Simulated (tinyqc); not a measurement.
Transistor under a ferroelectric capacitor (negative capacitance), static model: one step of the calculation.

A ferroelectric film of thickness tf lies between the gate and an inner metal at potential v, which drives an ordinary transistor. One domain, P = Q (background permittivity neglected): Vg = v + tf (2 al Q + 4 be Q^3), al = -3 sqrt(3) Ec/(4 Pr), be = 3 sqrt(3) Ec/(8 Pr^3). Gate charge Q(v) = Qi + Cp v with the channel charge Qi = Cox n Vt ln(1 + exp((v - VT)/(n Vt))). Q in uC/cm^2, E in kV/cm; 1 nm times 1 kV/cm is 1e-4 V. Domains, leakage and the switching time are left out.

Question. Inner potential by Newton steps. f = v + tf (2 al Q + 4 be Q^3) - Vg, f' = 1 + C tf (2 al + 12 be Q^2) with C = Cox/(1 + exp(-(v - VT)/(n Vt))) + Cp; v(new) = v - f/f'.

Values chosen for this exercise; Pr and Ec close to those of hafnium oxide based films:
```
symbol,value,unit,meaning
T,300,K,temperature
Cox,2.2,uF/cm^2,capacitance of the inner oxide
Cp,0.21,uF/cm^2,overlap capacitance per gate area
VT,0.29,V,threshold of the inner transistor
n,1.2,,subthreshold factor of the inner transistor
tf,27,nm,ferroelectric thickness
Vg,0.63,V,gate voltage
```

Constants: q = 1.602176634e-19 C, kB = 1.380649e-23 J/K, Vt = kB T/q. Results are converted to the units shown.

v after iteration 1 = 1.4909508 V
al = -54.126588 kV cm/uC
be = 0.046984885 kV cm^5/uC^3

Wanted: Q; f; f'; v after iteration 2.

Answer.

Q = 2.955 uC/cm^2
f = 0.01029 V
f' = 0.3276
v after iteration 2 = 1.460 V

Program tinyqc, `OMP_NUM_THREADS=1 python tinyqc.py 2860058 2860059 out.jsonl`; Intel Xeon 2.30GHz, shared host, one thread, about 0.02 s.
